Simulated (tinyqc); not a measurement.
Convergence with the basis: effective-mass impurity with a central-cell term, in a basis of Slater functions. Computed by tinyqc, a small Python program. Command: `OMP_NUM_THREADS=1 python tinyqc.py 3018482 3018483 out.jsonl centralcell walk`. One thread of a shared host (Intel(R) Xeon(R) Processor @ 2.30GHz), about 0.01 s of CPU time with the checks.

The envelope obeys H = -nabla^2 - (2/r) [Z + A exp(-kappa r)] in effective units, with kappa = a*/lambda; positive A deepens the well near the core.

Inputs (values chosen for the exercise, with mass and screening modelled on ZnO):
```
quantity                   value      unit
effective mass m           0.264       m_0
dielectric constant eps     8.48         -
charge Z of the core           1         -
central-cell strength A      2.5         -
central-cell range lambda    2.4  angstrom
smallest exponent zeta_1    0.46      1/a*
ratio beta of exponents      2.6         -
```

Impurity: donor, one isotropic band.

Constants: Ry = 13.605693123 eV; a_0 = 0.529177210903 angstrom.

Method:
- Units: Ry* = Ry m/eps^2 and a* = a_0 eps/m, with m in m_0.
- kappa = a*/lambda; the hydrogenic ground state is bound by Z^2 Ry*.
- For s functions exp(-zeta r), with s = zeta_i + zeta_j: S = 2/s^3, T = zeta_i zeta_j S, V = -2 Z/s^2, W = -2 A/(s + kappa)^2; each function is normalised by dividing by sqrt(S_ii S_jj).
- Large basis: zeta_i = 0.06 x 1.6^(i-1), i = 1..22, same formulas; for p functions r exp(-zeta r): S = 24/s^5, T = zeta_i zeta_j S (centrifugal term included), V = -12 Z/s^4, W = -12 A/(s + kappa)^4; overlap eigenvalues below 1e-11 are dropped.
- Binding energies are -E Ry*; the effective quantum number is nu = Z/sqrt(-E); |psi(0)|^2 is given relative to the hydrogenic Z^3/(pi a*^3).
- zeta_i = zeta_1 beta^(i-1), i = 1..n.
- The error is the lowest level above the large-basis value.

kappa = 7.08242 1/a*

Ry* = 49.9497 meV

1s binding energy = 74.7452 meV

Error of the 1s level:
```
n  error (meV)  largest exponent (1/a*)
1   3.7842e+01               4.6000e-01
2   7.2861e+00               1.1960e+00
3   7.0473e-01               3.1096e+00
4   6.2874e-02               8.0850e+00
5   5.9742e-02               2.1021e+01
6   5.9046e-02               5.4654e+01
7   5.8827e-02               1.4210e+02
8   5.8758e-02               3.6946e+02
```

What follows from these numbers?

The error falls from 37.8 to 0.0588 meV. The last function changes it by less than 5 %: it has levelled off, and what remains is set by beta and zeta_1, not by the range of exponents. Caution: the density at the core is many times hydrogenic, so the result hangs on the model potential inside one cell, where the envelope picture is weak.

Extremes, crossings and ranges named in words are read from the listed rows.
